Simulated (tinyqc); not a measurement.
Error of the time step: velocity overshoot from momentum and energy balance equations after a field step. Computed by tinyqc, a small Python program. Command: `OMP_NUM_THREADS=1 python tinyqc.py 3024621 3024622 out.jsonl overshoot walk`. One thread of a shared host (Intel(R) Xeon(R) Processor @ 2.30GHz), about 0.01 s of CPU time with the checks.

At t = 0 the field jumps from 0 to F in a uniform sample. v is the drift velocity and u = w - (3/2) k_B T the excess energy per carrier.

Inputs (values chosen for the exercise, modelled on electrons in 4H-SiC except for tau_E):
```
quantity                      value        unit
effective mass m               0.36         m_0
low-field mobility mu_0         900  cm^2/(V s)
saturation velocity v_s           2    1e7 cm/s
energy relaxation time tau_E    0.4          ps
field after the step F          120       kV/cm
lattice temperature T           300           K
time step dt                    4.8          fs
```

Scheme: implicit in the damping.

Constants: m_0 = 9.1093837015e-31 kg; e = 1.602176634e-19 C; k_B = 8.617333262e-05 eV/K.

Method:
- dv/dt = e F/m - v/tau_m(u), du/dt = e F v - u/tau_E, tau_m(u) = tau_0/(1 + c u), tau_0 = m mu_0/e, c = mu_0/(e tau_E v_s^2); this choice gives the steady state v (1 + mu_0 F v/v_s^2) = mu_0 F, which saturates at v_s. Steady velocity v = 2 mu_0 F/(1 + sqrt(1 + 4 (mu_0 F/v_s)^2)); u = e F v tau_E; carrier temperature T + 2u/(3 k_B), neglecting the drift energy m v^2/2.
- Step: v_new = (v + dt e F/m)/(1 + dt/tau_m(u)), u_new = (u + dt e F v_new)/(1 + dt/tau_E). Start v = u = 0; the distance adds dt (v + v_new)/2.
- The peak velocity is recomputed with dt/2 and dt/4 and by an adaptive Runge-Kutta method (tolerance 1e-9).

tau_0 = 184.214 fs

acceleration e F/m = 0.0586273 1e7 cm/s per fs

c = 5.625 1/eV

steady velocity = 1.82337 1e7 cm/s

Peak velocity:
```
step      v_peak (1e7 cm/s)  error (%)
dt                   3.8089   -0.36053
dt/2                 3.8155   -0.18760
dt/4                 3.8190   -0.09678
adaptive             3.8227    0.00000
```

What does the comparison show, and why?

The implicit scheme puts the peak 0.36 % too low; halving dt divides the error by 1.92, as a first-order method should. Caution: the excess energy exceeds 0.5 eV, where non-parabolicity, upper valleys and impact ionisation matter.

Extremes, crossings and ranges named in words are read from the listed rows.
